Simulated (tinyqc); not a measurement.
Comparisons within one model: BHZ model on a square lattice (one spin block). A value that a table varies takes the place of the one given here.

h(k) = e0 + d.s with s the Pauli matrices in the basis (E, H), k in units of 1/a: dx = (A/a) sin kx, dy = (A/a) sin ky, dz = M - (2B/a^2)(2 - cos kx - cos ky), e0 = -(2D/a^2)(2 - cos kx - cos ky). The other spin block is h*(-k). For small k this is the continuum model with dz = M - B k^2.

Inputs chosen for the exercise (of the size used for thin Bi2Se3 films; not measured data):
- A = 2.32 eV angstrom
- B = -17.2 eV angstrom^2
- D = -4.9 eV angstrom^2
- a = 15 angstrom (grid spacing)
- M = 0.0339 eV (mass term)
- k = (-0.22, 0.43) 1/a (wave vector)

## Through the transition

M is varied. Direct gap at Gamma 2|M|; smallest direct gap on kx = 0 to 1 in steps of 0.01; nu = 1 for M/B > 0, else 0; middle gap of a ribbon of 40 rows at kx = 0 (block (A/a) sy/(2i) + (B/a^2) sz + D/a^2 between rows, hard walls).

Against M (meV):

| M | 2\|M\| | smallest direct gap | nu | ribbon gap |
|---|---|---|---|---|
| -40 | 80.0 | 80.00 | 1 | 0.002 |
| -25 | 50.0 | 50.00 | 1 | 0.103 |
| -15 | 30.0 | 30.00 | 1 | 1.068 |
| -8 | 16.0 | 16.00 | 1 | 4.023 |
| -3 | 6.0 | 6.00 | 1 | 8.408 |
| 3 | 6.0 | 6.00 | 0 | 16.167 |
| 8 | 16.0 | 16.00 | 0 | 24.037 |
| 15 | 30.0 | 30.00 | 0 | 36.213 |
| 30 | 60.0 | 60.00 | 0 | 64.276 |

With B < 0, negative M is inverted. There edge states cross the bulk gap: the ribbon gap is 0.103 against 50.0 meV at M = -25 meV, and 8.408 against 6.0 at -3 meV, where the edge states overlap across the whole ribbon and confinement rules, while for positive M confinement raises it above 2|M| (36.21 against 30 meV at M = 15 meV). The smallest direct gap stays at Gamma on all rows.

## What each parameter does

Levels at k and dz there. Each row changes one parameter from the base and keeps the others.

Results:

| case | lower (meV) | upper (meV) | dz (meV) |
|---|---|---|---|
| base | -84.142 | 94.172 | 51.503 |
| A = 2.552 eV angstrom | -90.176 | 100.205 | 51.503 |
| B = -18.92 eV angstrom^2 | -85.171 | 95.200 | 53.263 |
| D = -3.92 eV angstrom^2 | -85.145 | 93.169 | 51.503 |
| M = 0.0389 eV | -87.121 | 97.151 | 56.503 |
| a = 17 angstrom | -76.031 | 83.840 | 47.605 |

The largest shifts from the base row, up to three for each result and ties (the steps differ in size, so this ranks the rows, not the parameters). lower (meV): a +8.111, A -6.033, M -2.979. upper (meV): a -10.332, A +6.033, M +2.979. dz (meV): M +5.000, a -3.898, B +1.760; unchanged at the printed digits by A and D. D shifts both levels alike and leaves the states, so it cannot change the topology while the gap stays open.

tinyqc: `OMP_NUM_THREADS=1 python tinyqc.py 1482001 1482002 out.jsonl`; about 0.08 s, one thread, shared Intel(R) Xeon(R) Processor @ 2.30GHz.
